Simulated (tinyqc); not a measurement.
From results back to parameters: conductance of a narrow metal strip with scatterers (square lattice, Green functions). Four cases, with inputs chosen for the exercise.

Problem. Boundaries with reflection R, a distance dg apart, add incoherently to the scattering in a one-dimensional channel: rho/rho0 = 1 + (lam/dg) R/(1 - R). The ratio comes from a hidden R.

Case 1.

Values chosen (out of a larger set: hopping and spacing of the size met in Cu or Al; the lattice is a model; not measured data): lam = 31 nm (bulk mean free path); dg = 21 nm (distance between boundaries).

rho/rho0 = 1.26050

Case 2.

Values chosen (out of a larger set: hopping and spacing of the size met in Cu or Al; the lattice is a model; not measured data): lam = 32 nm (bulk mean free path); dg = 28 nm (distance between boundaries).

rho/rho0 = 2.05495

Case 3.

Values chosen (out of a larger set: hopping and spacing of the size met in Cu or Al; the lattice is a model; not measured data): lam = 22 nm (bulk mean free path); dg = 36 nm (distance between boundaries).

rho/rho0 = 1.31481

Case 4.

Values chosen (out of a larger set: hopping and spacing of the size met in Cu or Al; the lattice is a model; not measured data): lam = 21 nm (bulk mean free path); dg = 59 nm (distance between boundaries).

rho/rho0 = 1.45300

Find: R; effective mean free path lam rho0/rho.

Solution. y = (rho/rho0 - 1) dg/lam = R/(1 - R), so R = y/(1 + y).

Case 1.

R = 0.150
effective mean free path lam rho0/rho = 24.59 nm

Case 2.

R = 0.480
effective mean free path lam rho0/rho = 15.57 nm

Case 3.

R = 0.340
effective mean free path lam rho0/rho = 16.73 nm

Case 4.

R = 0.560
effective mean free path lam rho0/rho = 14.45 nm

Computed by tinyqc, one run a case: `OMP_NUM_THREADS=1 python tinyqc.py N N+1 out.jsonl` with N = 1451081, 1451119, 1451139, 1451210; one thread of a shared Intel(R) Xeon(R) Processor @ 2.30GHz, about 0.01 s a run at most.
